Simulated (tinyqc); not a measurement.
Relaxation at fixed composition: composition and strain of an epitaxial Si(1-x)Ge(x) layer from Raman and X-ray peaks. Computed by tinyqc, a small Python program. Command: `OMP_NUM_THREADS=1 python tinyqc.py 3023198 3023199 out.jsonl epiraman walk`. One thread of a shared host (Intel(R) Xeon(R) Processor @ 2.30GHz), about 0.01 s of CPU time with the checks.

A (001) layer, biaxially strained in the plane. The Raman peaks follow empirical lines omega = w0 + c1 x + c3 x^3 + b eps (c3 for Si-Ge alone), with eps the in-plane strain.

Inputs (values chosen for the exercise, modelled on silicon-germanium):
```
quantity                        value      unit
Ge fraction x                    0.79         -
lattice constant of Si          5.431  angstrom
lattice constant of Ge          5.658  angstrom
bowing B                        0.028  angstrom
2 C12/C11 of Si                 0.774         -
2 C12/C11 of Ge                 0.751         -
Si-Si: w0                       520.4      1/cm
Si-Si: c1                       -68.6      1/cm
Si-Si: strain coefficient b      -757      1/cm
Ge-Ge: w0                       280.4      1/cm
Ge-Ge: c1                        18.8      1/cm
Ge-Ge: strain coefficient b      -479      1/cm
X-ray wavelength             1.540598  angstrom
```

Substrate: germanium.

Method:
- Relaxed lattice constant a(x) = a_Si + (a_Ge - a_Si) x - B x (1 - x).
- In-plane constant a_par = a_sub + R (a(x) - a_sub); eps = a_par/a(x) - 1; eps_perp = -(2 C12/C11) eps with 2 C12/C11 linear in x; a_perp = a(x) (1 + eps_perp).
- (004) Bragg angle theta = arcsin(2 lambda/a), with a = a_perp for the layer and a_sub for the substrate; separation = layer less substrate. The apparent x is the one that a fully strained layer (R = 0) would need to give the same a_perp.

Signatures; columns: (1) R; (2) eps (per mille); (3) Si-Si (1/cm); (4) Ge-Ge (1/cm); (5) a_perp (angstrom); (6) (004) separation (arcsec); (7) apparent x if R = 0 is assumed:
```
(1)      (2)     (3)     (4)     (5)     (6)      (7)
0.00  9.3325  459.14  290.78  5.5661  2217.9  0.79000
0.15  7.9326  460.20  291.45  5.5721  2072.0  0.80383
0.30  6.5328  461.26  292.12  5.5780  1926.5  0.81762
0.50  4.6663  462.67  293.02  5.5859  1733.1  0.83595
0.70  2.7998  464.09  293.91  5.5938  1540.3  0.85421
0.85  1.3999  465.15  294.58  5.5998  1396.1  0.86786
1.00  0.0000  466.21  295.25  5.6057  1252.4  0.88147
```

What does the comparison show, and why?

Full relaxation moves the Si-Si peak by +7.06 per cm and shrinks the X-ray separation to 56 % of its strained value, about 1/(1 + 2 C12/C11). A symmetric reflection alone cannot part x from R: a relaxed layer read as strained gives x = 0.881 in place of 0.79. An asymmetric reflection or a second peak is needed.

Extremes, crossings and ranges named in words are read from the listed rows.
